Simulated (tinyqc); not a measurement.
From results back to parameters: heterojunction of two tight-binding chains. Five cases, with inputs chosen for the exercise.

Problem. A state bound at the interface below both bands solves E - 2 t1 - U + t1 z1 + (tc^2/t2) z2 = 0, with z the root of z + 1/z = 2 - (E - bottom)/t that has |z| < 1. Its energy was computed for a hidden U.

Left chain: hopping -t1, sites at 2 t1 (band bottom 0). Right chain: hopping -t2, sites at dE + 2 t2 (bottom dE). t = c/(m a^2), c = hbar^2/2m0. The bond across the interface is -tc with tc = f sqrt(t1 t2), and the last left site has the extra energy U. In a chain E = bottom + 2t (1 - cos(ka)); the surface Green function of a half chain is g = -exp(ika)/t, with Im k > 0 where cos(ka) > 1.

Constants: hbar^2/2m0 = 3.80998211 eV angstrom^2.

Case 1.

Values chosen (masses and offset of the size met at InAs / GaSb; shifted at random, so the results belong to these values and not to a real crystal): a = 4 angstrom (site spacing); m1 = 0.024 m0 (mass on the left); m2 = 0.044 m0 (mass on the right); dE = 1.06 eV (band offset); f = 1.2 (factor on the interface hopping).

E = -0.021953 eV

Case 2.

Values chosen (masses and offset of the size met at GaN / AlGaN; shifted at random, so the results belong to these values and not to a real crystal): a = 3 angstrom (site spacing); m1 = 0.203 m0 (mass on the left); m2 = 0.26 m0 (mass on the right); dE = 0.54 eV (band offset); f = 1 (factor on the interface hopping).

E = -0.030519 eV

Case 3.

Values chosen (masses and offset of the size met at GaN / AlGaN; shifted at random, so the results belong to these values and not to a real crystal): a = 3 angstrom (site spacing); m1 = 0.203 m0 (mass on the left); m2 = 0.259 m0 (mass on the right); dE = 0.37 eV (band offset); f = 1.17 (factor on the interface hopping).

E = -0.212202 eV

Case 4.

Values chosen (masses and offset of the size met at Si / SiGe; shifted at random, so the results belong to these values and not to a real crystal): a = 5.65 angstrom (site spacing); m1 = 0.176 m0 (mass on the left); m2 = 0.2 m0 (mass on the right); dE = 0.13 eV (band offset); f = 1 (factor on the interface hopping).

E = -0.284075 eV

Case 5.

Values chosen (masses and offset of the size met at GaAs / AlGaAs; shifted at random, so the results belong to these values and not to a real crystal): a = 5.65 angstrom (site spacing); m1 = 0.066 m0 (mass on the left); m2 = 0.089 m0 (mass on the right); dE = 0.24 eV (band offset); f = 1 (factor on the interface hopping).

E = -0.086496 eV

Find: z1, z2; U.

Solution. Form the hoppings, solve the two quadratics for z, and read U from the equation, which is linear in it.

Case 1.

z1, z2: 0.9541  0.6418

U = -1.23 eV

Case 2.

z1, z2: 0.8861  0.5579

U = -1.19 eV

Case 3.

z1, z2: 0.7279  0.5553

U = -1.28 eV

Case 4.

z1, z2: 0.5292  0.4446

U = -0.98 eV

Case 5.

z1, z2: 0.8039  0.6135

U = -1.14 eV

Computed by tinyqc, one run a case: `OMP_NUM_THREADS=1 python tinyqc.py N N+1 out.jsonl` with N = 1452247, 1452253, 1452373, 1452393, 1452425; one thread of a shared Intel(R) Xeon(R) Processor @ 2.30GHz, about 0.01 s a run at most.
